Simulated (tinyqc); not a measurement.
# MOS structure on a p-type body with a surface-enhanced doping, non-linear Poisson equation by Newton steps, step by step

Numbers from tinyqc (`OMP_NUM_THREADS=1 python tinyqc.py 2080086 2080087 out.jsonl`; about 0.3 s on one thread of a shared Intel Xeon 2.30GHz). Printed values are rounded.

One dimension, insulator interface at x = 0, acceptor density Na + N0 exp(-x/Ls), net doping C = -(acceptor density). psi is counted from the intrinsic level: n = ni exp((psi - Vb)/Vt), p = ni exp(-psi/Vt); deep in the body psi_b = -Vt ln(Na/ni). The gate acts through Cox = eps0 eox/tox and has the potential psi_G = Vg - (phiM - chi - Vt ln(Nc/ni)). Boltzmann statistics, full ionisation, classical densities, no oxide or interface charge.

Inputs (values chosen for the exercise); band and dielectric values those of a made-up semiconductor:

| symbol | value | unit | meaning |
|---|---|---|---|
| T | 350 | K | temperature |
| Eg | 0.984 | eV | band gap |
| eps_r | 12.2 |  | relative permittivity |
| Nc | 4.35e19 | cm^-3 | conduction-band density of states at T |
| Nv | 2.67e19 | cm^-3 | valence-band density of states at T |
| chi | 3.69 | eV | electron affinity |
| Na | 3.9e17 | cm^-3 | acceptor density deep in the body |
| eox | 3.9 |  | relative permittivity of the gate insulator (close to silicon dioxide) |
| tox | 1.7 | nm | insulator thickness |
| phiM | 3.87 | eV | gate work function |
| Vb | 0.5 | V | electron quasi-Fermi potential against the body |
| N0 | 3.2e18 | cm^-3 | extra acceptor density at the surface |
| Ls | 8.2 | nm | decay length |
| Vg | 1.3 | V | gate voltage against the body |

Constants: q = 1.602176634e-19 C, kB = 1.380649e-23 J/K, Vt = kB T/q, eps0 = 8.8541878128e-14 F/cm where lengths are in cm. Results are converted to the units shown.

Range of the model: On a fine mesh the surface electron density exceeds 0.3 Nc, so degeneracy and confinement would lower the charge and push it away from the interface.

## Scales and end potentials

ni = sqrt(Nc Nv) exp(-Eg/(2 Vt)), Eg in volts; Cox, psi_G and psi_b as defined.

ni = 2.80551e12 cm^-3
Cox = 2.03125 uF/cm^2
psi_G = 1.61936 V
psi_b = -0.357172 V

## Net doping on the mesh

```
node,x (nm)
0,0
1,0.3
2,0.733
3,1.36
4,2.26
5,3.56
6,5.44
7,8.15
8,12.1
9,17.7
10,25.8
11,37.6
12,54.6
13,79
14,114
15,165
```

C = -(Na + N0 exp(-x/Ls)), taken at the nodes.

```
node,net doping C (cm^-3)
0,-3.59e18
1,-3.47504e18
2,-3.31636e18
3,-3.10094e18
4,-2.81915e18
5,-2.46302e18
6,-2.03829e18
7,-1.57441e18
8,-1.12165e18
9,-7.59581e17
10,-5.27629e17
11,-4.22640e17
12,-3.94106e17
13,-3.90209e17
14,-3.90003e17
15,-3.90000e17
```

## Couplings between neighbouring nodes

a_i = eps0 eps_r/h_i for the interval from node i to i + 1, with h_i = x_(i+1) - x_i in cm.

```
interval,coupling a_i (F/cm^2)
0,3.60070e-5
1,2.49471e-5
2,1.72282e-5
3,1.20023e-5
4,8.30931e-6
5,5.74580e-6
6,3.98602e-6
7,2.73471e-6
8,1.92895e-6
9,1.33359e-6
10,9.15433e-7
11,6.35418e-7
12,4.42709e-7
13,3.08632e-7
14,2.11806e-7
```

## Starting potential

A straight line in x from psi_G at node 0 to psi_b at the last node.

```
node,psi at the start (V)
0,1.61936
1,1.61577
2,1.61058
3,1.60307
4,1.59229
5,1.57672
6,1.55419
7,1.52173
8,1.47441
9,1.40733
10,1.31030
11,1.16895
12,0.96531
13,0.67302
14,0.25376
15,-0.35717
```

## Iteration 1: densities, residual and Jacobian diagonal

n_i = ni exp((psi_i - Vb)/Vt), p_i = ni exp(-psi_i/Vt), rho_i = p_i - n_i + C_i, g_i = (n_i + p_i)/Vt. Box widths w_i = (h_(i-1) + h_i)/2 in cm. Residual F_i = a_i (psi_(i+1) - psi_i) - a_(i-1) (psi_i - psi_(i-1)) + q rho_i w_i; Jacobian: a_(i-1) and a_i beside the diagonal, b_i = -a_(i-1) - a_i - q g_i w_i on it. Node 0 is free: w_0 = h_0/2, F_0 = a_0 (psi_1 - psi_0) + Cox (psi_G - psi_0) + q rho_0 w_0, b_0 = -a_0 - Cox - q g_0 w_0, with Cox = eps0 eox/tox, psi_G = Vg - (phiM - chi - Vt ln(Nc/ni)). The last node is fixed.

```
node,n (cm^-3),p (cm^-3)
0,3.68211e28,1.34972e-11
1,3.26851e28,1.52052e-11
2,2.75208e28,1.80584e-11
3,2.14541e28,2.31649e-11
4,1.50062e28,3.31186e-11
5,8.95432e27,5.55020e-11
6,4.24377e27,1.17109e-10
7,1.44645e27,3.43587e-10
8,3.01279e26,1.64957e-9
9,3.25857e25,1.52516e-8
10,1.30575e24,3.80612e-7
11,1.20359e22,4.12916e-5
12,1.40654e19,0.0353337
13,8.69763e14,571.400
14,7.98467e8,6.22421e8
15,1.27431,3.9e17
```

```
node,residual F (C/cm^2),diagonal b (F/cm^2)
0,-88.4908,-2933.98
1,-191.926,-6363.45
2,-233.694,-7748.30
3,-262.440,-8701.39
4,-264.468,-8768.62
5,-228.108,-7563.09
6,-156.043,-5173.73
7,-77.1719,-2558.69
8,-23.0491,-764.209
9,-3.57625,-118.573
10,-0.208158,-6.90163
11,-0.00277695,-0.0920701
12,-4.79551e-6,-1.55743e-4
13,-1.86094e-7,-7.65063e-7
14,-2.68687e-7,-5.20438e-7
```

## Iteration 1: Newton step

Solve the tridiagonal system a_(i-1) d_(i-1) + b_i d_i + a_i d_(i+1) = -F_i for nodes 0 to 14, with d = 0 on fixed nodes. If the largest |d| exceeds 4 Vt, the whole step is scaled down so that it equals 4 Vt.

```
node,"Newton step d, before damping (V)"
0,-0.030161
1,-0.030161
2,-0.030161
3,-0.030161
4,-0.030161
5,-0.030161
6,-0.030161
7,-0.030161
8,-0.030161
9,-0.030161
10,-0.030161
11,-0.030162
12,-0.032672
13,-0.618337
14,-0.882959
```

```
node,psi after iteration 1 (V)
0,1.61524
1,1.61165
2,1.60646
3,1.59895
4,1.58817
5,1.57259
6,1.55007
7,1.51761
8,1.47029
9,1.40321
10,1.30618
11,1.16483
12,0.96084
13,0.58853
14,0.13311
15,-0.35717
```

## Course of the Newton iteration

Stop when the largest undamped |d| is below 1e-9 V, or after 80 iterations.

Course of the iteration:
```
iteration,largest |F| (C/cm^2),largest |d| (V),at node
1,264,0.883,14
2,231,0.773,14
3,197,0.655,14
4,164,0.534,14
5,131,0.311,14
6,88.9,0.0873,13
7,32.7,0.0534,12
8,12.0,0.129,12
9,4.71,0.285,12
...,...,...,...
26,1.21e-6,0.130,8
27,4.87e-7,0.127,8
28,2.59e-7,0.136,7
29,1.49e-7,0.0899,6
30,3.72e-8,0.0182,5
31,3.76e-9,1.18e-3,4
32,6.02e-11,1.17e-5,3
33,9.63e-15,1.67e-9,3
34,< 1e-10,< 1e-13,0
```

Converged in 34 iterations. Once the step is below 0.1 Vt, 3 more iteration(s) reach the threshold: near the solution the error is roughly squared each time.

## Converged densities and sheet charges

```
node,converged psi (V)
0,1.01409
1,0.98491
2,0.94997
3,0.90516
4,0.84596
5,0.76700
6,0.66382
7,0.53389
8,0.37523
9,0.19478
10,-0.00373
11,-0.20102
12,-0.33260
13,-0.35557
14,-0.35712
15,-0.35717
```

n and p as above; box widths w_i (half boxes at both ends); band bending psi_0 - psi_b; N_inv = sum w n; N_dep = -sum w (p + C); centroid sum w n x/N_inv; gate charge Cox (psi_G - psi_0)/q.

```
node,n (cm^-3),p (cm^-3)
0,7.08845e19,0.00701116
1,2.69438e19,0.0184451
2,8.45716e18,0.0587647
3,1.91461e18,0.259573
4,2.68933e17,1.84798
5,1.96182e16,25.3327
6,6.41060e14,775.251
7,8.63022e12,57586.3
8,4.48114e10,1.10905e7
9,1.12974e8,4.39908e9
10,1.56557e5,3.17445e12
11,225.825,2.20074e15
12,2.87815,1.72674e17
13,1.34377,3.69841e17
14,1.27652,3.89325e17
15,1.27431,3.9e17
```

band bending = 1.37126 V
N_inv = 2.67802e12 cm^-2
N_dep = 4.99562e12 cm^-2
centroid of the electrons = 0.336962 nm
gate charge over q = 7.67371e12 cm^-2

N_inv + N_dep is within 0.01 % of the gate charge. A mesh of about 600 nodes or more gives a band bending of 1.375 V and N_inv = 2.691e12 cm^-2; this mesh is 0.50 % below the latter.
